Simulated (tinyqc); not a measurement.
Decay of LO phonons and the hot-phonon bottleneck in the cooling of electrons: one step, computed by the program tinyqc.

n(E, T) = 1/(exp(E/(k_B T)) - 1) is the Bose occupation. Electrons have a temperature T_e; the LO modes within their reach share one occupation N; the decay products stay at the lattice temperature.

Task: Electron and phonon temperatures in closed form. Net emission per electron: [(N + 1) x - N]/tau_sp with x = exp(-hbar omega/(k_B T_e)), a simple two-level balance; steady state of the modes: n [(N + 1) x - N]/tau_sp = N_m (N - N_0)/tau; power per electron P = hbar omega [(N + 1) x - N]/tau_sp. With p = P tau_sp/(hbar omega): N = N_0 + r p and x = (p + N)/(N + 1); without hot phonons N = N_0. The mode temperature T_LO solves n(hbar omega, T_LO) = N.

Inputs (values chosen for the exercise, modelled on aluminium nitride): LO energy hbar omega = 109 meV; lattice temperature T = 300 K; power supplied per electron P = 1 nW.

Decay channel: two equal phonons (Klemens).

emission time tau_sp = 4.660194 fs

equilibrium LO occupation N_0 = 0.01497392

bottleneck ratio r = 36.98237

Constants: e = 1.602176634e-19 C; k_B = 8.617333262e-05 eV/K.

Give: reduced power p; LO occupation N; electron temperature T_e; T_e without hot phonons; mode temperature T_LO.

Result:

reduced power p = 2.668e-04

LO occupation N = 0.02484

electron temperature T_e = 341.0 K

T_e without hot phonons = 301.3 K

mode temperature T_LO = 340.0 K

Caution: alpha is above 1/2, so hbar/tau_sp exceeds hbar omega and the emission time, a weak-coupling result, is only rough.
